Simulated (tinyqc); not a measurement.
# Tail temperature from the power law

Problem. When tail states hold most of the charge, the linear current goes as I = A (Vg - VT)^g with g = 2 Tt/T - 1. Find g, Tt and the tail width kB Tt.

Values chosen for this exercise:
- T = 270 K (temperature)

Constants: q = 1.602176634e-19 C, kB = 1.380649e-23 J/K, Vt = kB T/q. Results are converted to the units shown.

I at Vg - VT = 15 and 22 V (nA): [1665.3507, 3433.1066]

Answer. g is the slope of ln I against ln(Vg - VT).

g = 1.89
Tt = 390 K
kB Tt = 33.6 meV

tinyqc, about 0.04 s, one thread, Intel Xeon 2.30GHz (shared host): `OMP_NUM_THREADS=1 python tinyqc.py 2610137 2610138 out.jsonl`
